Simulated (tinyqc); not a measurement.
Stretching all distances: RHF, UHF, MP2, CISD and CCSD against full CI in the sto-3g basis, for BeH+, spin multiplicity 1. Computed by the program tinyqc with PySCF. All coordinates are multiplied by the scale. c0^2 is the weight of the RHF determinant in the lowest singlet FCI state (UHF is spin-contaminated and may lie near states of higher spin) and n(LUMO) the first natural occupation beyond the occupied space.

Geometry (angstrom):
```
atom,x,y,z
Be,0.0000,0.0000,0.0000
H,0.0000,0.0000,1.3220
```

Full CI energy (hartree) and errors against it (kcal/mol):
```
scale,distance 1-2 (angstrom),E(FCI),RHF,UHF,MP2,CISD,CCSD,<S^2> UHF,c0^2,n(LUMO)
0.8500,1.1237,-14.661568,10.4072,10.4072,3.1933,0.0074,0.0060,0.0000,0.9852,0.0184
1.1200,1.4806,-14.682196,15.9350,15.9350,5.7149,0.0144,0.0117,0.0000,0.9687,0.0470
1.4000,1.8508,-14.647462,26.4509,21.0161,10.8091,0.0297,0.0241,0.4889,0.9254,0.1252
1.6700,2.2077,-14.611947,40.4714,13.8547,17.5436,0.0538,0.0410,0.8002,0.8520,0.2615
1.9500,2.5779,-14.586820,56.3016,6.9645,24.5222,0.0840,0.0575,0.9175,0.7462,0.4427
2.5000,3.3050,-14.567962,82.4067,1.1955,32.2944,0.1347,0.0779,0.9892,0.5212,0.7707
```

Estimate the missing row, scale = 2.22.

Computed row:
```
scale   distance 1-2 (angstrom)      E(FCI)      RHF     UHF      MP2    CISD    CCSD  <S^2> UHF    c0^2  n(LUMO)
2.2200                   2.9348  -14.573857  70.4557  3.0492  29.6994  0.1120  0.0696     0.9678  0.6287   0.6204
```

UHF parts from RHF first at scale 1.4 of those listed, where <S^2> leaves zero. The weight c0^2 goes from 0.99 to 0.52 and n(LUMO) from 0.02 to 0.77: static correlation grows as the bonds break into open-shell fragments. The spread of the error along the curve, which distorts its shape, is CCSD 0.1, CISD 0.1, UHF 19.8, MP2 29.1, RHF 72.0 kcal/mol.
